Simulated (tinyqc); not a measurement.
## Core-level spacing from the offsets

Question. For an overlayer B on a substrate A, dEv = (iB - iA) - (cB - vB) + (cA - vA) in binding energies, and dEc + dEv = EgB - EgA. Find dEv and the spacing iB - iA that a thin film must show.

Values chosen for this exercise: gap of the substrate A EgA = 1.11 eV; gap of the overlayer B EgB = 8.71 eV.

dEc = 3.0914754 eV
cA - vA = 77.958525 eV
cB - vB = 99.69 eV

Answer. The gaps give dEv, and the Kraut relation is solved for the spacing.

dEv = 4.5085 eV
iB - iA = 26.240 eV

tinyqc, about 0.01 s, one thread, Intel Xeon 2.30GHz (shared host): `OMP_NUM_THREADS=1 python tinyqc.py 2410067 2410068 out.jsonl`
